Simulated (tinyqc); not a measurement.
Levels against anisotropy: donor in an ellipsoidal valley (Kohn-Luttinger variational method). Computed by tinyqc, a small Python program. Command: `OMP_NUM_THREADS=1 python tinyqc.py 3010612 3010613 out.jsonl kohnlutt walk`. One thread of a shared host (Intel(R) Xeon(R) Processor @ 2.30GHz), about 0.03 s of CPU time with the checks.

H = -(d^2/dx^2 + d^2/dy^2) - gamma d^2/dz^2 - 2/r in units built on m_t, with gamma = m_t/m_l and z along the valley axis. One valley; no valley-orbit or central-cell term.

Inputs (values chosen for the exercise, for a model semiconductor): transverse mass m_t = 0.322 m_0; longitudinal mass m_l = 1.26 m_0; dielectric constant eps = 12.7.

Constants: Ry = 13.605693123 eV; a_0 = 0.529177210903 angstrom.

Method:
- Ry* = Ry m_t/eps^2, a* = a_0 eps/m_t, gamma = m_t/m_l.
- Trial function exp(-sqrt((x^2 + y^2)/a^2 + z^2/b^2)) with beta = b/a < 1: E = t/a^2 - u/a, t = (2 + gamma/beta^2)/3, u = 2 arcsin(sqrt(1 - beta^2))/sqrt(1 - beta^2); the best a is 2 t/u and E(beta) = -u^2/(4 t).
- The trial energy is minimised over beta by golden section from 0.05 to 0.999, 60 steps.
- Gaussian basis: g = P exp(-al (x^2 + y^2) - be z^2) with P = 1 (s-like), z (2p0) or x (2p+-); al = 0.004 x 2.6^k, k = 0..11, and be/al = 1, gamma^(-1/2) or 1/gamma (36 functions); 1/r = (2/sqrt(pi)) int exp(-t^2 r^2) dt by 48 Gauss-Legendre points after t = sqrt(al_i + al_j) tan(theta); overlap eigenvalues below 1e-10 are dropped.

gamma = 0.255556

Binding energies (Ry*):
```
gamma  1s, trial  1s, Gaussians      2p0     2p+-
0.064     2.0017         2.0110  0.93801  0.36143
0.130     1.7412         1.7454  0.70945  0.33853
0.260     1.4816         1.4830  0.51837  0.31198
0.380     1.3410         1.3416  0.42893  0.29578
0.410     1.3131         1.3136  0.41235  0.29240
0.640     1.1531         1.1532  0.32395  0.27182
0.870     1.0469         1.0469  0.27155  0.25691
```

As gamma falls from 0.87 to 0.064, 1s deepens from 1.047 to 2.011 Ry*, on the way from the hydrogen value 1 to the two-dimensional limit 4; 2p+- moves from 0.257 to 0.361 (limits 1/4 and 4/9), while 2p0 climbs from 0.272 to 0.938 and joins 1s as gamma tends to 0. Near gamma = 1 the trial function is almost exact and can pass the Gaussian basis, whose own error is about 3e-5 Ry*.

Extremes, crossings and ranges named in words are read from the listed rows.
